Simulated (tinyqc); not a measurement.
Inside a calculation: zigzag graphene nanoribbon in tight binding. Values are carried at full precision from step to step, so a last printed digit may differ when a step is redone from the rounded ones.

A zigzag ribbon of N chains, sites A1, B1, A2, ..., BN across it. For each k it is a chain with bonds -2t cos(k/2) (A_n to B_n) and -t (B_n to A_(n+1)), and +D, -D on A and B. A1 and BN are the edge sites; the Dirac points project to k = 2 pi/3.

Values chosen for the exercise (near those used for graphene; shifted at random, so the results belong to these values and not to a real crystal): t = 2.98 eV (hopping); N = 3 (zigzag chains); D = 0.09 eV (sublattice potential, +D on A and -D on B); k = 2.53 (k times the period sqrt3 acc); acc = 1.42 angstrom (bond length).

## The chain at this k

Form the k-dependent bond and the matrix.

2 cos(k/2) = 0.60211

H(k) (eV), lower triangle:
```
,A1,B1,A2,B2,A3,B3
A1,0.0900
B1,-1.7943,-0.0900
A2,0,-2.9800,0.0900
B2,0,0,-1.7943,-0.0900
A3,0,0,0,-2.9800,0.0900
B3,0,0,0,0,-1.7943,-0.0900
```

An edge state of the finite ribbon needs 2 cos(k/2) < N/(N + 1) = 0.7500: it exists here.

## Levels and where the middle pair lives

Diagonalise H; average the weights of the two middle levels.

levels (eV): -4.2981  -2.9588  -0.4634  0.4634  2.9588  4.2981

weights: A1 0.362, B1 0.023, A2 0.115, B2 0.115, A3 0.023, B3 0.362

The two edge sites hold 72.4 % of the middle pair, against 33.3 % for an even spread.

## The edge state from the half-plane solution

On a half plane the state lives on one sublattice with amplitudes (-x)^n, x = 2 cos(k/2): weight 1 - x^2 on the edge site, decay length -1.5 acc/ln x of the amplitude. The two edges mix to |E| = sqrt(D^2 + e^2), e about t x^N (1 - x^2).

edge weight = 0.6375
decay length = 4.199 angstrom
e = 0.4147 eV
|E| = 0.4243 eV

Diagonalising the chain of 6 sites gives |E| = 0.4634 eV; the estimate is -8.4 % from it, since it drops terms of order x^(2N).

## Checks

- Level at k = pi next to the edge pair against sqrt(t^2 + D^2): both 2.98136.

Run: tinyqc, `OMP_NUM_THREADS=1 python tinyqc.py 1452757 1452758 out.jsonl`; Intel(R) Xeon(R) Processor @ 2.30GHz, one thread, shared host; about 0.01 s of CPU time with all checks.
